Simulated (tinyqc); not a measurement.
Area and perimeter leakage from two diodes.

Problem. A square diode and a finger diode leak I = JA area + JP perimeter. Find JA, JP and the side of the square at which both parts are equal.

areas (um^2): [10000, 92000]
perimeters (um): [400, 37260]
leakage currents (pA): [0.0246, 0.69644000]

Answer. Two linear equations give JA and JP; for a square of side a, JA a^2 = 4 JP a at a = 4 JP/JA.

JA = 1.900e-10 A/cm^2
JP = 1.400e-13 A/cm
side for equal parts = 29.47 um

Computed by the program tinyqc: `OMP_NUM_THREADS=1 python tinyqc.py 2290043 2290044 out.jsonl`, one thread of a shared Intel Xeon 2.30GHz, about 0.01 s for the whole run.
